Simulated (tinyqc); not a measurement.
Coverage against grain size: equilibrium and kinetic segregation of a solute to boundaries and growing surfaces. Computed by tinyqc, a small Python program. Command: `OMP_NUM_THREADS=1 python tinyqc.py 3003118 3003119 out.jsonl segreg walk`. One thread of a shared host (Intel(R) Xeon(R) Processor @ 2.30GHz), about 0.01 s of CPU time with the checks.

Inputs (values chosen for the exercise, modelled on arsenic in polycrystalline silicon):
```
quantity,value,unit
segregation energy Q,0.427,eV
interaction z w (positive attracts),0.18,eV
total solute fraction x0,0.002,-
temperature T,975,K
boundary thickness delta,0.62,nm
```

Isotherm: Fowler-Guggenheim.

Constants: k_B = 8.617333262e-05 eV/K.

Method. With theta the solute fraction on boundary sites and x that in the grains, theta/(1 - theta) = [x/(1 - x)] exp[(Q + z w theta)/(k_B T)]. Finite grains: boundary sites are the fraction f = 3 delta/d, and x0 = (1 - f) x + f theta; solve both equations for theta; share at boundaries = f theta/x0.

At T:
```
d (nm),theta,x in the grains,share at boundaries (%)
15,0.01546,0.0000943,95.870
30,0.02957,0.0001775,91.676
60,0.05456,0.0003185,84.567
120,0.09522,0.0005323,73.795
250,0.15810,0.0008299,58.812
500,0.23226,0.0011402,43.200
1000,0.30871,0.0014285,28.710
5000,0.42511,0.0018425,7.907
```

From the largest grains to the smallest the share at boundaries rises from 7.9 to 96 %, and x/x0 falls to 0.047. In the dilute limit x/x0 = 1/(1 - f + f exp(Q/(k_B T))), which gives 0.048 at 15 nm.

Extremes, crossings and ranges named in words are read from the listed rows.
